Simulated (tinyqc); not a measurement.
Straight dislocations in isotropic elasticity: fields, energies, partials, Peierls stress and walls: one step, computed by the program tinyqc.

The line runs along z, the glide plane is y = 0, and beta is the angle between b and the line (0 screw, 90 degrees edge): b_e = b sin(beta) along +x with the extra half plane at y > 0, b_s = b cos(beta). Stress is positive in tension.

Task: Peierls-Nabarro core of the undissociated dislocation. Energy factor K = G [cos^2(beta) + sin^2(beta)/(1 - nu)]. Misfit energy gamma(u) = (gamma_us/2)(1 - cos(2 pi u/b)), so the largest restoring stress is tau_max = pi gamma_us/b; u(x) = b/2 + (b/pi) arctan(x/zeta), zeta = K b/(4 pi tau_max). Summing the misfit energy over atomic rows a' apart gives, for a wide core, W_P = (K b^2/pi) exp(-2 pi zeta/a') and sigma_P = (K b/a') exp(-2 pi zeta/a'); a' = b/2 for edge and 30-degree lines, b sqrt(3)/2 for screw and 60-degree lines.

Inputs (values chosen for the exercise, for a model fcc or diamond crystal): Burgers vector b = 4.216 angstrom; unstable fault energy gamma_us = 1980 mJ/m^2.

Character: edge.

energy factor K = 60.25 GPa

Constants: 1 eV/angstrom^3 = 160.2176634 GPa.

Give: tau_max; half width zeta; row spacing a'; Peierls barrier W_P; Peierls stress sigma_P.

Result:

tau_max = 14.754 GPa

half width zeta = 1.3700 angstrom

row spacing a' = 2.108 angstrom

Peierls barrier W_P = 358.44 meV/nm

Peierls stress sigma_P = 2030.0 MPa
